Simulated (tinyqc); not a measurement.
Ground and coupling capacitance from two measurements.

Inverse problem. A line has Cg to the planes and Cc to each of two neighbours. Find Cg, Cc, the load when both neighbours switch in antiphase, and the pulse on the line when it floats and both neighbours swing by Vx.

Values chosen for this exercise: swing Vx = 0.8 V.

capacitance with neighbours driven alike and with neighbours grounded (aF/um): 42  120

Answer. Driven alike, Cc carries no charge, which leaves Cg; grounded neighbours give Cg + 2 Cc, antiphase Cg + 4 Cc; a floating line divides the swing as 2 Cc/(Cg + 2 Cc).

Cg = 42.00 aF/um
Cc = 39.00 aF/um
load in antiphase = 198.0 aF/um
pulse = 0.5200 V

Numbers from tinyqc (`OMP_NUM_THREADS=1 python tinyqc.py 2790185 2790186 out.jsonl`; about 1 s on one thread of a shared Intel Xeon 2.30GHz).
